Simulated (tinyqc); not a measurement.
Short-channel transistor, virtual-source model with series resistance: two steps of the calculation.

The current per gate width is the charge at the top of the source barrier (the virtual source) times its velocity times a saturation function; al and be are fitting constants of the model. Units: I in uA/um, Rs in ohm um, so I Rs = 1e-6 I Rs in volts; Q in uC/cm^2, so I = 1e-4 Q vx0 Fsat with vx0 in cm/s.

Values chosen for this exercise: temperature T = 300 K; inversion capacitance Cinv = 1.19 uF/cm^2; velocity at the virtual source vx0 = 1.5e7 cm/s; apparent mobility mu = 890 cm^2/(V s); channel length L = 45 nm; threshold at zero drain voltage VT0 = 0.347 V; drain-induced barrier lowering dl = 0.054 V/V; subthreshold factor n0 = 1.55; growth of n with drain voltage nd = 0 1/V; threshold shift (in units of Vt) from weak to strong inversion al = 3.5; sharpness of saturation be = 2; series resistance of each contact Rs = 70 ohm um; gate voltage Vgs = 1.12 V; drain voltage Vds = 1.2 V.

Constants: q = 1.602176634e-19 C, kB = 1.380649e-23 J/K, Vt = kB T/q. Results are converted to the units shown.

Task 1. Current through the series resistance. Intrinsic voltages Vg' = Vgs - I Rs, Vd' = Vds - 2 I Rs. n = n0 + nd Vd', VT = VT0 - dl Vd', Ff = 1/(1 + exp((Vg' - VT + al Vt/2)/(al Vt))), Q = Cinv n Vt ln(1 + exp((Vg' - VT + al Vt Ff)/(n Vt))), Vdsat = (vx0 L/mu)(1 - Ff) + Vt Ff, Fsat = u/(1 + u^be)^(1/be) with u = Vd'/Vdsat, and I(out) = Q vx0 Fsat per width. (Fsat takes the sign of u.) Newton step: I(new) = I + (I(out) - I)/(1 - s), s = dI(out)/dI by a central difference with +/- 0.001 uA/um.

I at the start = 0 uA/um

Give: Vg'; Vd'; VT; Ff; Q; Vdsat; Fsat; I(out); s; I after iteration 1.

Result 1.

Vg' = 1.1200 V
Vd' = 1.2000 V
VT = 0.28220 V
Ff = 5.7752e-5
Q = 0.99699 uC/cm^2
Vdsat = 0.075840 V
Fsat = 0.99801
I(out) = 1492.5 uA/um
s = -0.13885
I after iteration 1 = 1310.5 uA/um

Task 2. What the series resistance costs. n = n0 + nd Vd', VT = VT0 - dl Vd', Ff = 1/(1 + exp((Vg' - VT + al Vt/2)/(al Vt))), Q = Cinv n Vt ln(1 + exp((Vg' - VT + al Vt Ff)/(n Vt))), Vdsat = (vx0 L/mu)(1 - Ff) + Vt Ff, Fsat = u/(1 + u^be)^(1/be) with u = Vd'/Vdsat, and I = Q vx0 Fsat per width. I0 is the current for Rs = 0. Effective velocity I/Q; transit time L Q/I.

converged I = 1310.4374 uA/um
I0 = 1492.5046 uA/um

Give: loss against I0; effective velocity; transit time.

Result 2.

loss against I0 = 12.20 %
effective velocity = 1.496e7 cm/s
transit time = 0.3008 ps

The carriers leave the virtual source at 99.7 % of vx0: the device is in saturation.

Computed by the program tinyqc: `OMP_NUM_THREADS=1 python tinyqc.py 2380133 2380134 out.jsonl`, one thread of a shared Intel Xeon 2.30GHz, about 0.01 s for the whole run.
